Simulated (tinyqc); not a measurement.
## Permittivity of the insulator from five potentials

Problem. A node lies on a semiconductor-insulator interface. Steps: hs = tb/3 down into the semiconductor, ho = tox/2 up into the insulator, hy = L/6 sideways. The flux balance of its box reads eox (hy/ho)(above - node) + eps_r (hy/hs)(below - node) + [(eps_r hs + eox ho)/(2 hy)](left + right - 2 node) - q Na (hs/2) hy/eps0 = 0. Find eox.

Inputs (values chosen for the exercise); semiconductor permittivity made up: relative permittivity of the semiconductor eps_r = 13.7; half the body thickness tb = 3 nm; insulator thickness tox = 3.3 nm; channel length L = 39 nm; acceptor density of the depleted body Na = 9.1e17 cm^-3.

Constants: q = 1.602176634e-19 C, eps0 = 8.8541878128e-14 F/cm where lengths are in cm. Results are converted to the units shown.

psi (V): node 0.12589158, above 0.076958261, below 0.13681753, left 0.47, right 0.044184709

Answer. The balance is linear in eox.

eox = 7.50

tinyqc, about 0.2 s, one thread, Intel Xeon 2.30GHz (shared host): `OMP_NUM_THREADS=1 python tinyqc.py 2480012 2480013 out.jsonl`
